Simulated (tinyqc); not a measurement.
# Metal gate on a two-layer dielectric stack with fixed charge and a dipole: what changes with what

Gate, layer 2, layer 1, p-type semiconductor; x runs from the gate inwards. Charges are counted in units of +q. psi is the band bending at the surface, positive towards inversion. Classical charge, Boltzmann statistics, no interface traps.

Inputs (values chosen for the exercise); band and dielectric values close to those of silicon, layer 1 close to aluminium oxide, layer 2 close to hafnium oxide: temperature T = 300 K; band gap Eg = 1.1 eV; relative permittivity eps_r = 11.6; conduction-band density of states at T Nc = 2.85e19 cm^-3; valence-band density of states at T Nv = 2.65e19 cm^-3; electron affinity chi = 4.12 eV; acceptor density Na = 1.9e18 cm^-3; work function of the gate metal pM = 4.76 eV; thickness of layer 1, next to the semiconductor t1 = 1 nm; relative permittivity of layer 1 e1 = 9.16; thickness of layer 2, next to the gate t2 = 4.4 nm; relative permittivity of layer 2 e2 = 21.4; fixed charge at the semiconductor interface Q1 = 2.9e11 cm^-2; fixed charge between the layers Q2 = 1.1e12 cm^-2; uniform charge density in layer 1 r1 = 3.8e18 cm^-3; uniform charge density in layer 2 r2 = -1.5e18 cm^-3; flat-band shift by a dipole layer between the layers Vd = 0 V.

Constants: q = 1.602176634e-19 C, kB = 1.380649e-23 J/K, Vt = kB T/q, eps0 = 8.8541878128e-14 F/cm where lengths are in cm. Results are converted to the units shown.

Each table varies one quantity; the others keep the values above.

## Flat band against the thickness t2

EOT = 3.9 (t1/e1 + t2/e2), Cox = eps0/(t1/e1 + t2/e2); phi_ms = pM - (chi + Eg - Vt ln(Nv/Na)). Vfb = phi_ms + Vd - (q/eps0) [Q1 (t1/e1 + t2/e2) + Q2 t2/e2 + r1 (t1^2/(2 e1) + t1 t2/e2) + r2 t2^2/(2 e2)]: each charge counts with its electrical distance from the gate. ni = sqrt(Nc Nv) exp(-Eg/(2 Vt)), Eg in volts, pB = Vt ln(Na/ni), Vth = Vfb + 2 pB + sqrt(4 q eps0 eps_r Na pB)/Cox.

Results:
```
t2 (nm),EOT (nm),Vfb (V),Vth (V)
1,0.60801,-0.41569,0.68273
2.3,0.84492,-0.43242,0.71920
3.6,1.0818,-0.44702,0.75782
4.9,1.3188,-0.45946,0.79858
6.1,1.5374,-0.46905,0.83811
8.7,2.0113,-0.48356,0.93002
10,2.2482,-0.48760,0.97919
```

Estimate the missing row, t2 = 7.4 nm.

Computed row:
```
t2 (nm),EOT (nm),Vfb (V),Vth (V)
7.4,1.7744,-0.47738,0.88299
```

With this row back in the table: Vfb falls from -0.416 to -0.488 V and Vth rises from 0.683 to 0.979 V. The slope dVfb/dEOT is -70.6 mV/nm between the first two rows and -17.1 between the last two: the charge inside the growing layer bends the line. A line through the end rows meets EOT = 0 at -0.389 V, against phi_ms + Vd = -0.392 V; an effective work function read from it is off by 2.84 mV from pM.

## Threshold against doping

Same model as above.

Result of one run:
```
Na (cm^-3),phi_ms (V),2 pB (V),Qd/Cox (V),Vth (V)
7.5e16,-0.3083,0.7948,0.04979,0.4732
```

What becomes of these results when the acceptor density Na is changed from 7.5e16 to 6.8e17 cm^-3, all else the same?

Result of the changed run:
```
Na (cm^-3),phi_ms (V),2 pB (V),Qd/Cox (V),Vth (V)
6.8e17,-0.3653,0.9087,0.1603,0.6407
```

The whole series:
```
Na (cm^-3),phi_ms (V),2 pB (V),Qd/Cox (V),Vth (V)
8.9e14,-0.1937,0.5655,0.004575,0.3133
2.7e15,-0.2224,0.6229,0.008364,0.3458
8.1e15,-0.2508,0.6797,0.01513,0.3810
2.5e16,-0.2799,0.7379,0.02770,0.4227
7.5e16,-0.3083,0.7948,0.04979,0.4732
2.3e17,-0.3373,0.8527,0.09032,0.5427
6.8e17,-0.3653,0.9087,0.1603,0.6407
2.1e18,-0.3945,0.9670,0.2906,0.8002
```

Vth rises from 0.313 to 0.800 V. Of the change, phi_ms + 2 pB gives 201 mV (Vt ln 10 a decade) and the depletion charge 286 mV, growing as Na^(0.53).

Program tinyqc, `OMP_NUM_THREADS=1 python tinyqc.py 2010155 2010156 out.jsonl`; Intel Xeon 2.30GHz, shared host, one thread, about 0.01 s.
